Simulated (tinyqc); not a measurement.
Etch lag against aspect ratio: ion-assisted plasma etching: sheath, surface coverage, synergy and aspect-ratio dependence. Computed by tinyqc, a small Python program. Command: `OMP_NUM_THREADS=1 python tinyqc.py 3024127 3024128 out.jsonl etch walk`. One thread of a shared host (Intel(R) Xeon(R) Processor @ 2.30GHz), about 0.07 s of CPU time with the checks.

Radicals adsorb on bare sites; ions remove covered sites with a high yield and bare sites by sputtering; a slow spontaneous reaction acts everywhere, walls included.

Inputs (values chosen for the exercise, close to those used for silicon in a halogen plasma):

| quantity | value | unit |
|---|---|---|
| plasma density n_e | 1.7e+10 | 1/cm^3 |
| electron temperature T_e | 4.6 | eV |
| ion mass M_i | 80 | u |
| sheath voltage V | 460 | V |
| radical density n | 4.1e+12 | 1/cm^3 |
| radical mass M_n | 80 | u |
| gas temperature T_g | 600 | K |
| sticking coefficient s | 0.54 | - |
| radicals per removed unit x | 2 | - |
| yield slope b | 0.19 | eV^(-1/2) |
| threshold E_th | 7.2 | eV |
| sputter slope b_p | 0.026 | eV^(-1/2) |
| sputter threshold E_p | 33 | eV |
| spontaneous reaction probability k_c | 8.8e-05 | - |
| solid density N | 5e+22 | 1/cm^3 |
| ion temperature T_i | 0.33 | eV |

Feature: round hole.

Constants: e = 1.602176634e-19 C; u = 1.6605390666e-27 kg; k_B = 1.380649e-23 J/K; eps_0 = 8.8541878128e-12 F/m.

Method:
- Bohm speed u_B = sqrt(e T_e/M_i); ion flux G_i = 0.61 n_e u_B; radical flux G_n = n c/4 with c = sqrt(8 k_B T_g/(pi M_n)).
- Debye length lambda_D = sqrt(eps_0 T_e/(e n_s)) with n_s = 0.61 n_e, T_e in volts; Child-law sheath d = (sqrt2/3) lambda_D (2 V/T_e)^(3/4); ion energy E = V + T_e/2; angular spread = arctan(sqrt(T_i/E)).
- Yields: Y = b (sqrt(E) - sqrt(E_th)) on covered sites, Y_p = b_p (sqrt(E) - sqrt(E_p)) on bare ones (zero below threshold).
- Steady coverage: s G_n (1 - theta) = x Y G_i theta; removal flux = Y G_i theta + Y_p G_i (1 - theta) + k_c G_n; rate = flux/N, 1 cm/s = 6e8 nm/min.
- Lateral rate = k_c G_n/N; anisotropy = 1 - lateral/vertical; synergy = vertical/(ions alone + radicals alone), with ions alone Y_p G_i/N and radicals alone the lateral rate.
- Transmission of a round hole: K = 1/(1 + 3A/4), walls that scatter diffusely without loss. With a loss probability S = s (1 - theta) at the floor, G_b/G_n = K/(K + S - K S); theta follows G_b, and the two are solved together. Ions are taken to reach the floor unshadowed; G_b replaces G_n in every term of the rate; A is depth over diameter.

yield Y = 3.57540

sputter yield Y_p = 0.409672

ion flux G_i = 2.44255e+15 1/(cm^2 s)

radical flux G_n = 4.08453e+16 1/(cm^2 s)

vertical rate = 63.8339 nm/min

coverage theta = 0.558071

Floor of the feature:

| A | K | G_b/G_n | theta | rate (nm/min) | relative rate |
|---|---|---|---|---|---|
| 0.5 | 0.72727 | 0.91408 | 0.53581 | 61.765 | 0.96759 |
| 1.0 | 0.57143 | 0.83536 | 0.51336 | 59.678 | 0.93489 |
| 2.0 | 0.40000 | 0.69922 | 0.46893 | 55.549 | 0.87022 |
| 5.0 | 0.21053 | 0.43307 | 0.35354 | 44.831 | 0.70231 |
| 10.0 | 0.11765 | 0.24417 | 0.23567 | 33.886 | 0.53085 |
| 20.0 | 0.06250 | 0.12508 | 0.13640 | 24.670 | 0.38647 |
| 50.0 | 0.02597 | 0.04987 | 0.05925 | 17.508 | 0.27427 |
| 100.0 | 0.01316 | 0.02483 | 0.03041 | 14.830 | 0.23232 |

K falls by a factor 55.3 over the rows and the rate by 4.16. Among these rows the rate stays within 10 % of the open-field value up to A = 1, with an open-field coverage of 0.56. Caution: a sheath of several millimetres is collisional at usual pressures, which lowers the ion energy and widens the angles. Caution: rows with A above about 1/(2 tan(ion spread)) or 1/sqrt(k_c), often 10 to 30, are formal: ion shadowing, radical loss on the walls, redeposition of sputtered material and, in fluorocarbon plasmas, polymer growth are left out and add to the lag.
